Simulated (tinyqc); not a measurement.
# Fully depleted semiconductor-on-insulator film with two gates, non-linear Poisson equation by Newton steps: effects of single changes

One dimension across the film, front interface at x = 0, back interface at x = ts. psi is counted from the intrinsic level, n = ni exp(psi/Vt) (source grounded), holes neglected, acceptors ionised. Gates act through Cox = eps0 eox/tox and Cbox = 3.9 eps0/tb with potentials G1 = Vg - (phiM - chi - Vt ln(Nc/ni)) and G2 = Vb - (phiB - chi - Vt ln(Nc/ni)). Classical Boltzmann densities, no interface charge, no depletion in the back plane.

Inputs (values chosen for the exercise); band and dielectric values close to those of silicon: temperature T = 250 K; band gap Eg = 1.11 eV; relative permittivity eps_r = 11.8; conduction-band density of states at T Nc = 2.15e19 cm^-3; valence-band density of states at T Nv = 2.02e19 cm^-3; electron affinity chi = 4.11 eV; relative permittivity of the gate insulator (close to aluminium oxide) eox = 8.76; insulator thickness tox = 10 nm; film thickness ts = 8.9 nm; buried-oxide thickness (eps_r 3.9) tb = 59 nm; acceptor density of the film Na = 1e15 cm^-3; work function of the front gate phiM = 4.57 eV; work function of the back plane phiB = 4.61 eV; back-gate voltage Vb = 0 V.

Constants: q = 1.602176634e-19 C, kB = 1.380649e-23 J/K, Vt = kB T/q, eps0 = 8.8541878128e-14 F/cm where lengths are in cm. Results are converted to the units shown.

Each table varies one quantity; the others keep the values above.

## Charge against front-gate voltage

ni = sqrt(Nc Nv) exp(-Eg/(2 Vt)), Eg in volts. The Poisson equation eps0 eps_r d2psi/dx2 = q (n + Na), with -eps0 eps_r dpsi/dx = Cox (G1 - psi) at x = 0 and eps0 eps_r dpsi/dx = Cbox (G2 - psi) at x = ts, is solved on 300 equal intervals with half boxes at both ends; N_inv is the trapezoid sum of n. Swing = ln 10/(d ln N_inv/dVg); the last column is (dN_inv/dVb)/(dN_inv/dVg).

Charge against front-gate voltage:

| Vg (V) | psi front (V) | psi back (V) | N_inv (cm^-2) | centroid/ts | swing (mV/decade) | q dN_inv/dVg over Cox | back/front leverage |
|---|---|---|---|---|---|---|---|
| 0.01 | 0.102 | 0.0999 | 1.31e4 | 0.491 | 54.4 | 1.14e-7 | 0.0975 |
| 0.16 | 0.242 | 0.233 | 7.47e6 | 0.466 | 54.4 | 6.54e-5 | 0.0961 |
| 0.31 | 0.381 | 0.366 | 4.13e9 | 0.440 | 56.6 | 0.0347 | 0.0947 |
| 0.46 | 0.477 | 0.446 | 2.36e11 | 0.379 | 180 | 0.622 | 0.0898 |
| 0.61 | 0.515 | 0.462 | 7.74e11 | 0.303 | 451 | 0.817 | 0.0843 |
| 0.76 | 0.536 | 0.468 | 1.39e12 | 0.251 | 752 | 0.882 | 0.0812 |
| 0.91 | 0.551 | 0.471 | 2.05e12 | 0.214 | 1.07e3 | 0.914 | 0.0794 |
| 1.06 | 0.563 | 0.472 | 2.72e12 | 0.187 | 1.39e3 | 0.932 | 0.0783 |
| 1.21 | 0.572 | 0.473 | 3.40e12 | 0.167 | 1.71e3 | 0.945 | 0.0775 |

Read the table: what changes, and by how much?

N_inv passes 1e11 cm^-2 at Vg = 0.408 V. The swing starts at 54.4 mV a decade, against (1 + k) Vt ln 10 = 53.2 for a front channel with k = Cs Cbox/(Cox (Cs + Cbox)) = 0.0719, Cs = eps0 eps_r/ts; above threshold this column is no longer a subthreshold swing. The centroid falls from 0.491 to 0.167 of ts and the leverage of the back gate falls from 0.0975 to 0.0775. For Vg = 0.76, 0.91, 1.06, 1.21 the density at an interface exceeds 0.3 Nc, where Boltzmann statistics fail. For Vg = 0.61, 0.76, 0.91, 1.06, 1.21 the classical centroid lies within 3 nm of an interface, where confinement, left out, would push it away.

## Threshold and coupling against the film thickness

VT is the Vg for N_inv = 1e11 cm^-2; -dVT/dVb from the linearised equation. Limits with Cs = eps0 eps_r/ts: front channel Cs Cbox/(Cox (Cs + Cbox)), back channel Cbox (Cox + Cs)/(Cox Cs). Swing at N_inv = 1e8 cm^-2.

Results:

| ts (nm) | VT (V) | centroid/ts at VT | -dVT/dVb | front-channel limit | back-channel limit | swing (mV/decade) |
|---|---|---|---|---|---|---|
| 4 | 0.421 | 0.455 | 0.0844 | 0.0738 | 0.0979 | 53.9 |
| 7.7 | 0.410 | 0.418 | 0.0905 | 0.0723 | 0.119 | 54.3 |
| 11 | 0.405 | 0.389 | 0.0946 | 0.0711 | 0.137 | 54.6 |
| 15 | 0.402 | 0.357 | 0.0982 | 0.0696 | 0.159 | 54.9 |
| 21 | 0.398 | 0.316 | 0.101 | 0.0675 | 0.193 | 55.4 |
| 29 | 0.395 | 0.273 | 0.103 | 0.0649 | 0.238 | 55.9 |
| 40 | 0.393 | 0.228 | 0.103 | 0.0616 | 0.300 | 56.3 |

Estimate the missing row, ts = 5.6 nm.

Computed row:

| ts (nm) | VT (V) | centroid/ts at VT | -dVT/dVb | front-channel limit | back-channel limit | swing (mV/decade) |
|---|---|---|---|---|---|---|
| 5.6 | 0.415 | 0.438 | 0.0873 | 0.0732 | 0.107 | 54.1 |

With this row back in the table: As ts goes from 4 to 40, VT falls from 0.421 to 0.393 V, the centroid falls from 0.455 to 0.228 of ts and -dVT/dVb goes from 0.08440 through a maximum of 0.1034 (at ts = 29 among the rows listed) to 0.1033. The coupling covers 44.0 % of the way from the front-channel to the back-channel limit in the first row and 17.5 % in the last. For ts = 4, 5.6, 7.7 the film is thin enough for confinement to raise VT, which is left out.

tinyqc, about 0.6 s, one thread, Intel Xeon 2.30GHz (shared host): `OMP_NUM_THREADS=1 python tinyqc.py 2190145 2190146 out.jsonl`
